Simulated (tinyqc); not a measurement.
MOSFET in saturation, small-signal circuit and noise: two steps of the calculation.

Bias by the inversion coefficient IC = I/Ispec (charge-based model with velocity saturation; weak inversion below 0.1, strong above 10). Common-source circuit: gm, gds, Cgs, Cgd and Cj at the inner nodes, Rg in series with the gate; quasi-static, no source or drain resistance, no gate-body capacitance, no substrate network, no induced gate noise, so fmax is an upper estimate.

Inputs (values chosen for the exercise):
```
symbol,value,unit,meaning
T,400,K,temperature
L,180,nm,gate length
W,20,um,total gate width
Cox,1.62,uF/cm^2,gate capacitance
mu,120,cm^2/(V s),mobility
n,1.18,,slope factor
Ls,10,nm,velocity-saturation length
IC,38,,inversion coefficient
gw,0.12,,short-channel excess of the noise factor
Nt,4.9e17,cm^-3 eV^-1,oxide trap density
lt,0.1,nm,tunnelling length into the oxide
ac,1000,V s/C,Coulomb scattering coefficient
f,1,GHz,signal frequency
```

Constants: q = 1.602176634e-19 C, kB = 1.380649e-23 J/K, Vt = kB T/q. Results are converted to the units shown.

Problem 1. Admittance matrix. Inner admittances at w = 2 pi f: y11 = i w (Cgs + Cgd), y12 = -i w Cgd, y21 = gm - i w Cgd, y22 = gds + i w (Cgd + Cd). Invert to Z, add Rg to Z11 and invert back to Y.

gm = 8.0286518 mS
gds = 0.20071630 mS
Cgs = 41.136800 fF
Cgd = 5.6 fF
Cd = 9.4 fF
Rg = 15.185185 ohm

Find: inner y; Y with Rg.

Solution 1.

inner y (mS):
```
                1               2
1  0.0000+0.2937i  0.0000-0.0352i
2  8.0287-0.0352i  0.2007+0.0942i
```

Y with Rg (mS):
```
                1                2
1  0.0013+0.2937i  -0.0002-0.0352i
2  8.0283-0.0710i   0.2008+0.0985i
```

Problem 2. Noise at the gate. Channel noise Sid = 4 kB T gam n gm with gam = (1/2 + (2/3) qs)/(1 + qs) + gw lc IC, qs = [sqrt(1 + 4 IC) - 1]/2, lc = Ls/L (the last term an empirical rise with velocity saturation); at the gate, white noise Sw = Sid/gm^2 + 4 kB T Rg. Number fluctuation with correlated mobility: S(f) = K/f, K = q^2 Vt lt Nt/(W L Cox^2) (1 + ac mu Cox I/gm)^2, Vt in eV with Nt per eV. Corner fc = K/Sw. Full shot noise would be 2 q I.

I = 2301.5219 uA
gm = 8.0286518 mS
Rg = 15.185185 ohm

Give: gam; Sid; Sid/(2 q I); sqrt(Sw); K; fc.

Solution 2.

gam = 0.89507
Sid = 1.8732e-22 A^2/Hz
Sid/(2 q I) = 0.25400
sqrt(Sw) = 1.8004 nV/Hz^0.5
K = 5.1147e-11 V^2
fc = 15.779 MHz

The gate resistance gives 10 % of the white noise power.

Computed by the program tinyqc: `OMP_NUM_THREADS=1 python tinyqc.py 2150069 2150070 out.jsonl`, one thread of a shared Intel Xeon 2.30GHz, about 0.01 s for the whole run.
